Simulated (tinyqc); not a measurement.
# On-chip interconnect, size-dependent resistivity and RC delay: two studies

A rectangular line between two neighbours and two ground planes. Surface and grain-boundary scattering are added to the bulk resistivity as corrections; capacitances are parallel-plate values without fringing; inductance is ignored.

Parameters, values chosen for the exercise; metal values close to those of aluminium: bulk resistivity rho0 = 2.62 uohm cm; bulk mean free path lam = 19.3 nm; specular share of surface scattering ps = 0; reflection coefficient of grain boundaries Rg = 0.41; grain size over the metal width gr = 0.7; drawn line width wd = 8.1 nm; aspect ratio, height over width AR = 2.2; liner on both walls and the bottom, not conducting tl = 1.6 nm; space to the neighbouring lines sp = 8.1 nm; dielectric height to the planes above and below hd = 14 nm; relative permittivity of the dielectric ek = 2.5; Miller factor of the neighbours Mf = 0; line length Lw = 42 um; driver resistance Rd = 5200 ohm; load capacitance Cl = 0.28 fF; bulk resistivity of the second metal (close to copper) rho2 = 1.65 uohm cm; mean free path of the second metal lam2 = 40.5 nm; liner of the second metal tl2 = 1.7 nm.

Constants: eps0 = 8.8541878128e-12 F/m. Results are converted to the units shown.

Each table varies one quantity; the others keep the values above.

## Delay against the liner thickness

Metal width x = wd - 2 tl, height y = AR wd - tl; grain boundaries (Mayadas-Shatzkes): al = (lam/(gr x)) Rg/(1 - Rg), g = 1/[1 - 3 al/2 + 3 al^2 - 3 al^3 ln(1 + 1/al)] - 1; surfaces (Fuchs-Sondheimer, thick limit): s = (3/8) lam (1 - ps)(1/x + 1/y); rho = rho0 (1 + g + s); r = rho/(x y); c = eps0 ek (2 wd/hd + 2 Mf AR wd/sp). Elmore delay tE = Rd (c Lw + Cl) + r Lw (c Lw/2 + Cl); t50 is the time at which the far end of a ladder of 30 pi sections (half capacitances at both ends, Cl at the far end, a step applied through Rd) reaches half the step; line share r Lw/(Rd + r Lw); estimate 0.69 Rd (c Lw + Cl) + 0.38 r c Lw^2 + 0.69 r Lw Cl.

The same in every row: c (fF/um) = 0.02561.

Results:

| tl (nm) | rho (uohm cm) | r (ohm/um) | tE (ps) | t50 (ps) | estimate (ps) | line share of the resistance (%) |
|---|---|---|---|---|---|---|
| 0 | 14.43 | 999.8 | 41.40 | 30.98 | 30.14 | 88.98 |
| 0.4 | 15.62 | 1228 | 49.25 | 36.87 | 35.92 | 90.84 |
| 0.7 | 16.70 | 1456 | 57.05 | 42.73 | 41.67 | 92.16 |
| 1.1 | 18.46 | 1872 | 71.34 | 53.45 | 52.19 | 93.80 |
| 1.4 | 20.13 | 2314 | 86.52 | 64.83 | 63.36 | 94.92 |
| 2.2 | 27.21 | 4708 | 168.8 | 126.4 | 123.9 | 97.44 |
| 2.5 | 31.73 | 6680 | 236.5 | 177.2 | 173.8 | 98.18 |

Estimate the missing row, tl = 1.8 nm.

Computed row:

| tl (nm) | rho (uohm cm) | r (ohm/um) | tE (ps) | t50 (ps) | estimate (ps) | line share of the resistance (%) |
|---|---|---|---|---|---|---|
| 1.8 | 23.05 | 3197 | 116.9 | 87.57 | 85.70 | 96.27 |

With this row back in the table: As tl goes from 0 to 2.5, r rises from 1000 to 6680 ohm/um, c stays at 0.0256 fF/um and t50 rises from 31.0 to 177 ps. t50/tE lies between 0.748 and 0.749, and the estimate is within 2.7 % of t50.

## Two metals against line width

Metal width x = wd - 2 tl, height y = AR wd - tl; grain boundaries (Mayadas-Shatzkes): al = (lam/(gr x)) Rg/(1 - Rg), g = 1/[1 - 3 al/2 + 3 al^2 - 3 al^3 ln(1 + 1/al)] - 1; surfaces (Fuchs-Sondheimer, thick limit): s = (3/8) lam (1 - ps)(1/x + 1/y); rho = rho0 (1 + g + s); r = rho/(x y). The second metal has rho2, lam2 and tl2 in place of rho0, lam and tl; ps, Rg, gr and AR are shared.

Two metals against line width:

| wd (nm) | rho, first (uohm cm) | rho, second (uohm cm) | r, first (ohm/um) | r, second (ohm/um) | ratio second/first |
|---|---|---|---|---|---|
| 6.5 | 30.30 | 40.36 | 7230 | 1.033e4 | 1.429 |
| 8 | 21.85 | 28.01 | 2846 | 3829 | 1.346 |
| 10 | 16.33 | 20.18 | 1177 | 1507 | 1.280 |
| 13 | 12.23 | 14.50 | 462.0 | 561.6 | 1.216 |
| 17 | 9.502 | 10.79 | 192.3 | 222.3 | 1.156 |
| 22 | 7.711 | 8.378 | 87.64 | 96.45 | 1.101 |
| 30 | 6.223 | 6.389 | 36.06 | 37.36 | 1.036 |
| 45 | 4.955 | 4.709 | 12.17 | 11.63 | 0.9559 |
| 70 | 4.097 | 3.580 | 4.024 | 3.529 | 0.8770 |
| 120 | 3.474 | 2.766 | 1.134 | 0.9042 | 0.7977 |

The resistivity of the first metal falls from 30.3 to 3.47 uohm cm and that of the second goes from 40.4 to 2.77 uohm cm as the line widens. The products rho0 lam, which set the size effect, are 50.6 and 66.8 uohm cm nm. The two resistances cross at wd = 35.9 nm: below it the first metal gives the lower line resistance. For widths well under the mean free path the thick-limit surface term is only a guide.

Range of the model: The metal width is under the mean free path, where the thick-limit surface term and the simple sum of corrections lose accuracy.

tinyqc, about 0.01 s, one thread, Intel Xeon 2.30GHz (shared host): `OMP_NUM_THREADS=1 python tinyqc.py 2100114 2100115 out.jsonl`
